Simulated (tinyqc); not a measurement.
Heavy doping: band filling, gap narrowing, band tails and the effective intrinsic density. Inputs raised by 5 %, one at a time. Computed by tinyqc, a small Python program. Command: `OMP_NUM_THREADS=1 python tinyqc.py 3030678 3030679 out.jsonl gapnarrow sens`. One thread of a shared host (Intel(R) Xeon(R) Processor @ 2.30GHz), about 0.04 s of CPU time with the checks.

An n-type crystal above its Mott density, with all dopants ionised: n = N_D - N_A, ionised centres N_I = N_D + N_A. Valleys are taken as spherical with mass m_e.

Inputs (values chosen for the exercise, for a model semiconductor):
```
quantity                      value   unit
gap E_g                       0.394     eV
electron mass m_e            0.0309    m_0
valleys M_c                       1      -
hole mass m_h                 0.501    m_0
dielectric constant eps        16.5      -
donor density N_D           2.6e+18  cm^-3
compensation ratio N_A/N_D        0      -
temperature T                   300      K
```

Conduction band: parabolic.

Constants: a_0 = 0.529177210903 angstrom; Ry = 13.605693123 eV; k_B = 8.617333262e-05 eV/K; hbar^2/(2 m_0) = 3.80998212 eV angstrom^2; e = 1.602176634e-19 C; eps_0 = 8.8541878128e-12 F/m; e^2/(4 pi eps_0) = 14.39964548 eV angstrom.

Method:
- n = N_D (1 - ratio); Ry* = Ry m_e/eps^2, a* = a_0 eps/m_e; r_s = (3/(4 pi n))^(1/3)/a*; k_F = (3 pi^2 n/M_c)^(1/3); Mott density (0.26/a*)^3.
- n = M_c (1/(2 pi^2)) (m_e/(hbar^2/2m_0))^(3/2) int sqrt(E) f dE, f = 1/(1 + exp((E - E_F)/k_B T)); trapezoid rule in t = sqrt(E/k_B T), step 0.02 up to 12; E_F by bisection from the band edge.
- At T = 0, E_F = (hbar^2/2m_0) k_F^2/m_e; dn/dE_F uses f (1 - f)/k_B T in place of f.
- Screening: q^2 = (e/(eps eps_0)) dn/dE_F. Exchange lowers the conduction band by (1/pi) k_F e^2/(4 pi eps_0 eps) (T = 0 Hartree-Fock at k_F, taken as a rigid shift). Screening raises the valence band by (q/2) e^2/(4 pi eps_0 eps) (static Coulomb hole). The narrowing is the sum; electron correlation and carrier-ion shifts are left out. Root-mean-square potential of randomly placed ions: V_rms = (e^2/(4 pi eps_0 eps)) sqrt(2 pi N_I/q).
- Absorption edge of a direct gap, from the valence band at k_F (T = 0 value) to the Fermi level: E_g - narrowing + E_F + (hbar^2/2m_0) k_F^2/m_h, k_F = (3 pi^2 n)^(1/3); the shift is the edge less E_g. n p/n_i^2 = exp(narrowing/k_B T) x (n/N) exp(-E_F/k_B T), N being the limit of n exp(-E_F/k_B T) far below the edge (taken at E_F = -12 k_B T); apparent narrowing = k_B T ln(n p/n_i^2).

Runs; columns: (1) input moved; (2) from; (3) to; (4) gap narrowing (meV); (5) screening length 1/q (angstrom); (6) shift of the absorption edge (meV); (7) apparent narrowing (meV):
```
(1)                            (2)       (3)     (4)     (5)     (6)      (7)
base run                         -         -  17.823  72.656  216.55  -126.57
donor density N_D (cm^-3)  2.6e+18  2.73e+18  18.068  72.039  224.22  -132.52
electron mass m_e (m_0)     0.0309  0.032445  17.967  70.951  205.65  -117.56
dielectric constant eps       16.5    17.325  16.836  74.450  217.54  -127.55
temperature T (K)              300       315  17.819  72.703  216.29  -124.48
hole mass m_h (m_0)          0.501   0.52605  17.823  72.656  215.90  -126.57
gap E_g (eV)                 0.394    0.4137  17.823  72.656  216.55  -126.57
```

Exponents ln(y'/y) / ln(x'/x):
```
input                    gap narrowing  screening length 1/q  shift of the absorption edge  apparent narrowing
donor density N_D                0.280                -0.175                         0.714               0.942
electron mass m_e                0.165                -0.487                        -1.059              -1.514
dielectric constant eps         -1.167                 0.500                         0.093               0.159
temperature T                   -0.005                 0.013                        -0.025              -0.341
hole mass m_h                    0.000                 0.000                        -0.062               0.000
gap E_g                          0.000                 0.000                         0.000               0.000
```

Which inputs matter most for each result?

Among the inputs moved here: gap narrowing answers most in size to dielectric constant eps (exponent -1.167), next to donor density N_D (+0.280); its exponent is below 0.0005 for hole mass m_h, gap E_g. Screening length 1/q answers most in size to dielectric constant eps (exponent +0.500), next to electron mass m_e (-0.487); its exponent is below 0.0005 for hole mass m_h, gap E_g. Its exponent -0.175 in donor density N_D: the exponent of Thomas-Fermi screening in a parabolic band. Its exponent +0.013 in temperature T: degenerate screening does not depend on T. shift of the absorption edge answers most in size to electron mass m_e (exponent -1.059), next to donor density N_D (+0.714); its exponent is below 0.0005 for gap E_g. Apparent narrowing answers most in size to electron mass m_e (exponent -1.514), next to donor density N_D (+0.942); its exponent is below 0.0005 for hole mass m_h, gap E_g.

Caution (all rows): the screening length is well below a*, where static Thomas-Fermi screening overstates the Coulomb hole. Caution (all rows): E_F exceeds a tenth of the gap, so the parabolic band overstates it, by tens of per cent once E_F nears E_g; higher valleys may fill as well.
